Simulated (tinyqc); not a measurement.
# Electromigration in a confined line: Blech product, Korhonen stress evolution and Black's law, step by step

A worked calculation. Computed by tinyqc, a small Python program that keeps every step. Command: `OMP_NUM_THREADS=1 python tinyqc.py 3000501 3000502 out.jsonl emigr walk`. One thread of a shared host (Intel(R) Xeon(R) Processor @ 2.30GHz), about 0.01 s of CPU time with the checks. Intermediate numbers are printed to about 6 digits and carried at full precision; extremes and crossings named in words are read from the listed rows.

The electron wind pushes atoms from the cathode (x = 0) to the anode (x = L); blocking ends build a back stress (tension positive). The input rho is taken not to change with temperature. d sigma/dt = d/dx [kappa (d sigma/dx + G)], with zero flux at both ends and sigma = 0 at t = 0.

Inputs (values chosen for the exercise, close to those used for cobalt lines):
```
quantity                              value          unit
resistivity rho                        11.9  micro-ohm cm
atomic volume Omega                    11.1    angstrom^3
effective charge number Z*              3.3             -
prefactor D0                        1.5e-06         m^2/s
activation energy E                    1.32            eV
effective modulus B                      50           GPa
critical stress sigma_c                 440           MPa
current density j                      0.56       MA/cm^2
line length L                            13            um
test temperature T                      220             C
time as a fraction of L^2/kappa, s    0.057             -
use temperature T_u                     110             C
use current density j_u                 0.6       MA/cm^2
current exponent n                        2             -
```

Start: stress-free.

Constants: e = 1.602176634e-19 C; k_B = 8.617333262e-05 eV/K; k_B = 1.380649e-23 J/K.

## Driving force and diffusivities

G = Z* e rho j/Omega; D = D0 exp(-E/(k_B T)); kappa = D B Omega/(k_B T); drift velocity of an unconfined line v = D Z* e rho j/(k_B T). SI: 1 micro-ohm cm = 1e-8 ohm m, 1 MA/cm^2 = 1e10 A/m^2. Temperatures in kelvin are T(C) + 273.15.

stress gradient G = 31.7422 MPa/um

diffusivity D = 4.85586e-20 m^2/s

kappa = 3.95819e-18 m^2/s

drift velocity = 0.00904619 nm/h

## Steady state and Blech product

At steady state sigma(x) = G (L/2 - x). A void forms only if the cathode stress reaches sigma_c, that is if j L exceeds (j L)_c = 2 Omega (sigma_c)/(Z* e rho). Time scale tau = L^2/kappa.

steady cathode stress = 206.324 MPa

j L = 728 A/cm

critical product (j L)_c = 1552.51 A/cm

tau = 11860.1 h

j L is 0.469 times the critical product: the back stress stops the flux first, and the line is immortal in this model.

## Series terms at the cathode

sigma(x, t) = G L [1/2 - x/L - 4 sum_(m odd) cos(m pi x/L) exp(-m^2 pi^2 s)/(m pi)^2], s = t/tau, summed to m = 399. The terms at x = 0 are 4 exp(-m^2 pi^2 s)/(m pi)^2; tau = L^2/kappa.

terms for m = 1, 3, 5, 7: 0.230909  2.84864e-04  1.26422e-08  8.82850e-15

cathode stress at time s = 110.922 MPa

time t = 676.024 h

## Stress along the line

Steady state: G L (1/2 - x/L). Take x/L = 0, 0.1, 0.2, 0.3, 0.4, 0.6, 0.8 and 1.

Stress (MPa):
```
x/L  at time s  steady state
0.0    110.922       206.324
0.1     74.370       165.059
0.2     46.744       123.794
0.3     26.635        82.530
0.4     11.916        41.265
0.6    -11.916       -41.265
0.8    -46.744      -123.794
1.0   -110.922      -206.324
```

## Finite line against the semi-infinite law

Semi-infinite line: sigma(0, t) = 2 G L sqrt(s/pi). One-term form: keep m = 1 alone.

Cathode stress (MPa):
```
s            t (h)  full series  semi-infinite  one term
0.002  2.37201e+01       20.823         20.823    42.353
0.005  5.93004e+01       32.925         32.925    47.137
0.01   1.18601e+02       46.562         46.562    54.802
0.02   2.37201e+02       65.849         65.849    69.042
0.05   5.93004e+02      104.005        104.117   104.224
0.1    1.18601e+03      143.990        147.243   143.992
0.2    2.37201e+03      183.092        208.233   183.092
0.4    4.74403e+03      203.097        294.486   203.097
0.8    9.48806e+03      206.262        416.466   206.262
```

Among these rows the semi-infinite law holds to 1 % up to s = 0.05 and the one-term form from s = 0.05 on: the far end is felt once sqrt(kappa t) is no longer small against L, and by then the terms with m > 1 have nearly died out. The critical stress 440 MPa is not reached in these rows.

## Extrapolation by Black's law

Median life t50 = A j^(-n) exp(E/(k_B T)); acceleration factor = t50(use)/t50(test) = (j/j_u)^n exp[(E/k_B)(1/T_u - 1/T)].

current factor = 0.871111

temperature factor = 7461.83

acceleration factor = 6500.09

At the use current j_u L lies below the critical product, where Black's law does not apply: the line would not fail by this mechanism. Caution: the test j L lies below the critical product, so the line would not void in the test and the acceleration factor is formal. Caution: j_u L lies below the critical product, so the acceleration factor is formal: at use the line would not void.

Checks made by the program: series against a 200-cell finite-volume solution (on the scale of G L) (relative difference 4e-07).
